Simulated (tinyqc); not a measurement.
Resistance of a source-drain extension with a graded tip: two steps of the calculation.

y runs along the channel, the gate covers y > 0. The doping is N0 for y < y0 and N0 10^(-(y - y0)/la) beyond, uniform over the depth xj. Sheet conductance s(y) = q mu(N) max(N - Nch, 0) xj + (for y > 0) ma Cox Vo, with mu(N) = u0 + (u1 - u0)/(1 + (N/Nr)^au) and Cox = eps0 eox/tox. Current is taken as one-dimensional; depletion of the tip, spreading and the contact are left out. The metallurgical junction lies at yj, where N = Nch.

Inputs (values chosen for the exercise); mobility law close to that of electrons in silicon:
- eox = 21.9 (relative permittivity of the gate insulator (close to hafnium oxide))
- tox = 6.9 nm (insulator thickness)
- N0 = 7.2e19 cm^-3 (active doping of the extension far from the gate)
- la = 2.6 nm/decade (lateral abruptness)
- y0 = 0.1 nm (position under the gate where the fall begins (gate edge at 0))
- xj = 15 nm (depth of the extension)
- Nch = 3e17 cm^-3 (channel doping)
- Vo = 0.89 V (gate overdrive)
- ma = 160 cm^2/(V s) (mobility of the gate-induced layer)
- u1 = 1414 cm^2/(V s) (mobility at low doping)
- u0 = 68.5 cm^2/(V s) (mobility at high doping)
- Nr = 9.2e16 cm^-3 (reference doping)
- au = 0.711 (exponent)
- Lg = 45 nm (gate length)

Constants: q = 1.602176634e-19 C, eps0 = 8.8541878128e-14 F/cm where lengths are in cm. Results are converted to the units shown.

Problem 1. Sheet resistances and junction position. yj = y0 + la log10(N0/Nch); sheet resistance of the full extension 1/[q mu(N0)(N0 - Nch) xj] and of the gate-induced layer 1/(ma Cox Vo); metallurgical length Lg - 2 yj; ye is where the doped and the gate-induced conductances are equal.

Find: yj; sheet resistance of the extension; sheet resistance of the induced layer; metallurgical length; ye; N at ye.

Solution 1.

yj = 6.289 nm
sheet resistance of the extension = 723.7 ohm/square
sheet resistance of the induced layer = 2499 ohm/square
metallurgical length = 32.42 nm
ye = 1.743 nm
N at ye = 1.681e19 cm^-3

The gate takes over 4.55 nm before the junction, where N is still 56.0 times the channel doping.

Problem 2. Resistance of the overlapped part. Midpoint rule on 10 equal steps from 0 to yj: R_ov = sum h/s(y), per width.

Wanted: y; N; doped conductance; sheet resistance; R_ov.

Solution 2.

```
point   y (nm)  N (cm^-3)  doped conductance (uS)  sheet resistance (ohm/square)
0      0.31443  5.9547e19                  1165.6                         638.66
1      0.94328  3.4119e19                  717.32                         894.85
2       1.5721  1.9549e19                  451.73                         1173.8
3       2.2010  1.1201e19                  291.74                         1445.3
4       2.8298  6.4179e18                  192.92                         1686.1
5       3.4587  3.6773e18                  129.55                         1887.8
6       4.0876  2.1070e18                  86.666                         2054.0
7       4.7164  1.2072e18                  55.478                         2194.6
8       5.3453  6.9171e17                  30.821                         2320.2
9       5.9741  3.9633e17                  9.7300                         2439.6
```

R_ov = 10.524 ohm um

Computed by the program tinyqc: `OMP_NUM_THREADS=1 python tinyqc.py 2282266 2282267 out.jsonl`, one thread of a shared Intel Xeon 2.30GHz, about 0.03 s for the whole run.
